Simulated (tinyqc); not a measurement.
Graded p-n junction, non-linear Poisson equation by Newton steps: one step of the calculation.

One dimension, p side on the left, n side on the right; net doping C = (Nd - Na)/2 + ((Nd + Na)/2) tanh(x/Lg). The potential psi is counted from the intrinsic level, and the quasi-Fermi potentials are flat: 0 for holes and -V for electrons, so n = ni exp((psi + V)/Vt) and p = ni exp(-psi/Vt) (Boltzmann statistics, full ionisation, no current). Under reverse bias this makes the minority densities vanishingly small everywhere; they play no part in the charge.

Problem. Densities, residual and Jacobian diagonal. n_i = ni exp((psi_i + V)/Vt), p_i = ni exp(-psi_i/Vt), rho_i = p_i - n_i + C_i, g_i = (n_i + p_i)/Vt. Box widths w_i = (h_(i-1) + h_i)/2 in cm. Residual F_i = a_i (psi_(i+1) - psi_i) - a_(i-1) (psi_i - psi_(i-1)) + q rho_i w_i; Jacobian: a_(i-1) and a_i beside the diagonal, b_i = -a_(i-1) - a_i - q g_i w_i on it. The two end nodes are fixed.

Parameters, values chosen for the exercise: temperature T = 273 K; bias of the p side against the n side V = -4.2 V.

Constants: q = 1.602176634e-19 C, kB = 1.380649e-23 J/K, Vt = kB T/q. Results are converted to the units shown.

```
node  x (nm)  psi at the start (V)  net doping C (cm^-3)
0      -1600            -1.9219097         -7.7999916e17
1      -1110            -1.9219097         -7.7994022e17
2       -708            -1.9219097         -7.7803293e17
3       -379            -1.9219097         -7.4677980e17
4       -110            -1.9219097         -5.2185512e17
5        110             4.4646309         -1.0814488e17
6        397             6.0831245          1.2144519e17
7        772             6.0831245          1.4887146e17
8       1260             6.0831245          1.4998378e17
9       1900             6.0831245          1.4999994e17
```

coupling a_i, interval 0 to 8 (F/cm^2): 1.7057864e-8  2.0791924e-8  2.5405329e-8  3.1071945e-8  3.7992515e-8  2.9123182e-8  2.2288942e-8  1.7127773e-8  1.3059927e-8
ni = 2.5837212e-18 cm^-3

Give: n; p; residual F; diagonal b.

Solution.

```
node    n (cm^-3)    p (cm^-3)
0     2.4966e-131    7.8000e17
1     2.4966e-131    7.8000e17
2     2.4966e-131    7.8000e17
3     2.4966e-131    7.8000e17
4     2.4966e-131    7.8000e17
5      1.9839e-13  9.8156e-101
6       1.5000e17  1.2982e-130
7       1.5000e17  1.2982e-130
8       1.5000e17  1.2982e-130
9       1.5000e17  1.2982e-130
```

```
node  residual F (1e-6 C/cm^2)  diagonal b (F/cm^2)
1                       0.0004           -2.3696e-4
2                       0.0115           -1.9420e-4
3                       0.1591           -1.5889e-4
4                       1.2539           -1.2995e-4
5                      -0.6347           -6.7116e-8
6                      -0.1986           -3.3865e-5
7                      -0.0078           -4.4120e-5
8                      -0.0001           -5.7646e-5
```

tinyqc, about 0.1 s, one thread, Intel Xeon 2.30GHz (shared host): `OMP_NUM_THREADS=1 python tinyqc.py 2000082 2000083 out.jsonl`
